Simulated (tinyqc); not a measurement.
Worked calculation: Luttinger-Kohn k.p, four valence bands. Computed by tinyqc, a small Python program that keeps every step. Settings: g1 = 19.58, g2 = 7.13, g3 = 9.2. Command: `OMP_NUM_THREADS=1 python tinyqc.py 27753 27754 out.jsonl` (the two numbers bound the seeds that draw the settings). One thread of a shared host (Intel(R) Xeon(R) Processor @ 2.60GHz), about 0.01 s of CPU time with the checks.

## Bloch Hamiltonian at k

Luttinger parameters chosen for this model; energies are counted downward from the top of the valence band:
```
parameter      value  unit
g1         19.580000
g2          7.130000
g3          9.200000
```

k point k (1/angstrom): 0.034000  -0.018000  -0.013000

P = c g1 k^2, Q = c g2 (kx^2 + ky^2 - 2 kz^2), R = c sqrt3 [-g2 (kx^2 - ky^2) + 2i g3 kx ky], S = 2 c sqrt3 g3 (kx - i ky) kz, c = hbar^2/2m = 3.809982 eV angstrom^2; rows [P+Q, -S, R, 0], [-S*, P-Q, 0, R], [R*, 0, P-Q, S], [0, R*, S*, P+Q]. The path ends lie at |k| = 0.06 1/angstrom.

H(k) at k (eV), lower triangle (Hermitian):
```
                      3/2                  1/2                 -1/2      -3/2
3/2              0.154037
1/2    0.053669-0.028413i             0.091992
-1/2  -0.039147+0.074311i             0.000000             0.091992
-3/2             0.000000  -0.039147+0.074311i  -0.053669+0.028413i  0.154037
```

## Levels at k

Diagonalise the Hermitian matrix.

eigenvalues (eV): 0.014826  0.014826  0.231203  0.231203

## Bands along a path

The same steps at evenly spaced points between the labelled ones.

Bands along the path (eV):
```
k               band 1    band 2    band 3    band 4
[111]         0.016185  0.016185  0.520931  0.520931
[111]-G 0.25  0.009104  0.009104  0.293024  0.293024
[111]-G 0.50  0.004046  0.004046  0.130233  0.130233
[111]-G 0.75  0.001012  0.001012  0.032558  0.032558
G             0.000000  0.000000  0.000000  0.000000
G-[100] 0.25  0.004561  0.004561  0.029009  0.029009
G-[100] 0.50  0.018242  0.018242  0.116037  0.116037
G-[100] 0.75  0.041045  0.041045  0.261083  0.261083
[100]         0.072969  0.072969  0.464147  0.464147
```

## Hole masses

E = c [g1 k^2 -/+ 2 sqrt(g2^2 k^4 + 3 (g3^2 - g2^2)(kx^2 ky^2 + ky^2 kz^2 + kz^2 kx^2))] with c = hbar^2/2m, and m* = hbar^2 k^2 / (2 E).

Masses (electron masses):
```
direction     heavy     light
[100]      0.187970  0.029551
[110]      0.471095  0.027000
[111]      0.847458  0.026330
```
